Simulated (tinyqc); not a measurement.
# Inductance and parasitic capacitance from two readings

Inverse problem. A loss-free coil L in parallel with C shows the apparent inductance L/(1 - w^2 L C), w = 2 pi f. Find L, C and the self-resonance 1/(2 pi sqrt(L C)).

apparent inductance at 2.9 and 6.6 GHz (nH): [4.9333084, 9.9983586]

Solution. The inverse of the reading is 1/L - w^2 C, a straight line in w^2.

L = 4.40 nH
C = 74.0 fF
self-resonance = 8.82 GHz

Computed by the program tinyqc: `OMP_NUM_THREADS=1 python tinyqc.py 2302068 2302069 out.jsonl`, one thread of a shared Intel Xeon 2.30GHz, about 0.01 s for the whole run.
